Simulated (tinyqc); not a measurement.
Undoped symmetric double-gate MOSFET, analytic potential model: two steps of the calculation.

An undoped body of thickness ts between two equal insulators and tied gates; long channel, electrons only, n = ni exp((psi - V)/Vt) with V the quasi-Fermi potential (0 at the source, Vd at the drain), constant mobility, no quantisation. Across the body psi(x) = V - 2 Vt ln[(ts/(2 beta)) sqrt(q ni/(2 eps0 eps_r Vt)) cos(2 beta x/ts)], x from the centre. Q is the electron charge per area of the whole body.

Inputs (values chosen for the exercise); material values close to those of silicon: temperature T = 325 K; relative permittivity of the semiconductor eps_r = 11.7; conduction-band density of states at T Nc = 3.1e19 cm^-3; body thickness ts = 20 nm; gate voltage Vg = 1 V.

Constants: q = 1.602176634e-19 C, kB = 1.380649e-23 J/K, Vt = kB T/q, eps0 = 8.8541878128e-14 F/cm where lengths are in cm. Results are converted to the units shown.

Question 1. beta at the source by Newton steps in z = ln(tan beta). With V = 0, t = exp(z), beta = arctan(t): f = ln(beta) + (1/2) ln(1 + t^2) + 2 r beta t - (Vg - V0)/(2 Vt); with c = t/(1 + t^2), df/dz = c/beta + t c + 2 r t (c + beta); z(new) = z - f/(df/dz).

z after iteration 1 = 10.188310
r = 0.48489305
V0 = 0.24579465 V

Wanted: beta; f; df/dz; z after iteration 2.

Answer 1.

beta = 1.5708
f = 40503
df/dz = 40507
z after iteration 2 = 9.1884

The value that enters this step is an overshoot, farther from the solution than the start was, so its intermediate quantities are not physical.

Question 2. Potential and electron density across the body at the source. psi(x) as above with V = 0 and beta = beta_s; n = ni exp(psi/Vt).

x/ts, point 0 to 6: 0  0.1  0.2  0.3  0.4  0.45  0.5
beta_s = 1.4444289
ni = 9.0387569e10 cm^-3

Find: psi; n.

Answer 2.

```
point  psi (V)  n (cm^-3)
0       0.4464   7.556e17
1       0.4488   8.224e17
2       0.4563   1.077e18
3       0.4707   1.803e18
4       0.4972   4.643e18
5       0.5202   1.056e19
6       0.5624   4.757e19
```

The density at the surface is 63.0 times that at the centre (1/cos^2 beta). It reaches 1.5 Nc, where Boltzmann statistics overestimate it.

Numbers from tinyqc (`OMP_NUM_THREADS=1 python tinyqc.py 2440168 2440169 out.jsonl`; about 0.03 s on one thread of a shared Intel Xeon 2.30GHz).
